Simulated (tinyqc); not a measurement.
# Changing the reverse bias V_r

Model: deep-level transient spectroscopy (DLTS) of one majority-carrier trap. Computed by tinyqc, a small Python program. Command: `OMP_NUM_THREADS=1 python tinyqc.py 3012135 3012136 out.jsonl dlts sweep`. One thread of a shared host (Intel(R) Xeon(R) Processor @ 2.30GHz), about 0.06 s of CPU time with the checks.

A filling pulse loads the traps in a one-sided junction; under reverse bias they empty at the rate e, and the capacitance relaxes as C(t) = C_0 - dC exp(-e t). The signal is S = [C(t_2) - C(t_1)]/dC.

Inputs (values chosen for the exercise, with mass and screening modelled on ZnO):
```
quantity,value,unit
density-of-states mass m,0.276,m_0
valleys M,1,-
trap depth E_t,0.172,eV
cross-section sigma_0,1.7e-17,cm^2
degeneracy ratio g,2,-
gate time t_1,0.0004,s
ratio t_2/t_1,2.5,-
temperature T,81,K
doping N,1.1e+15,cm^-3
trap density N_t,3.4e+12,cm^-3
dielectric constant eps,8.41,-
built-in voltage V_b,0.78,V
diode area,0.0012,cm^2
mean field F,20000,V/cm
```

Carriers: electrons. Extra term: Poole-Frenkel lowering.

Constants: k_B = 8.617333262e-05 eV/K; k_B = 1.380649e-23 J/K; m_0 = 9.1093837015e-31 kg; h = 6.62607015e-34 J s; e = 1.602176634e-19 C; eps_0 = 8.8541878128e-12 F/m.

Method:
- e = g sigma v N_b exp(-E/k_B T), v = sqrt(3 k_B T/m), N_b = 2 M (2 pi m k_B T/h^2)^(3/2), sigma = sigma_0, E = E_t - dE with the one-dimensional Poole-Frenkel lowering dE = sqrt(e^3 F/(pi eps eps_0)), F being held as an input apart from the bias (the centre is charged when empty).
- S(e) = exp(-e t_1) - exp(-e t_2) peaks at the rate window e_0 = ln(t_2/t_1)/(t_2 - t_1).
- T_p solves e(T) = e_0 (bisection between 15 and 1500 K); the half-height points solve S = S_max/2 on either side.
- W = sqrt(2 eps eps_0 (V_b + V_r)/(e N)), C_0 = eps eps_0 area/W. The pulse goes to zero bias, W_0 = W(V_r = 0). Traps within lambda = sqrt(2 eps eps_0 (E_t - E_F)/(e^2 N)) of the depletion edge stay filled, with E_F = k_B T_p ln(N_b/N) from the band, N_b = 2 M (2 pi m k_B T_p/h^2)^(3/2) (dopants taken as fully ionised). dC = C_0 (N_t/2N) f, f = [(W - lambda)^2 - max(W_0 - lambda, 0)^2]/W^2. The simple estimate is 2 N dC/C_0.

One run for each value:
```
reverse bias V_r (V),C_0 (pF),f,transient amplitude dC (fF),depletion width W (micrometre)
0.5,8.5918,0.26824,3.5618,1.0400
0.9,7.4996,0.38057,4.4108,1.1915
1.6,6.3009,0.49736,4.8432,1.4182
2.9,5.0672,0.61051,4.7809,1.7634
5.2,3.9750,0.70468,4.3290,2.2479
9.3,3.0617,0.77912,3.6866,2.9185
17.0,2.3053,0.83780,2.9848,3.8762
30.0,1.7521,0.87901,2.3801,5.1000
```

Over the rows, C_0 (pF) falls from 8.59 to 1.75 (exponent d ln y / d ln x -0.23 between the first rows and -0.48 between the last); f rises from 0.268 to 0.879 (exponent d ln y / d ln x 0.60 between the first rows and 0.085 between the last); transient amplitude dC (fF) goes from 3.56 through a maximum among these rows, 4.84 at 1.60, to 2.38. At the high end the exponent of C_0 is -0.48, close to -0.50: C goes as (V_b + V_r)^(-1/2).

Extremes, crossings and ranges named in words are read from the listed rows.
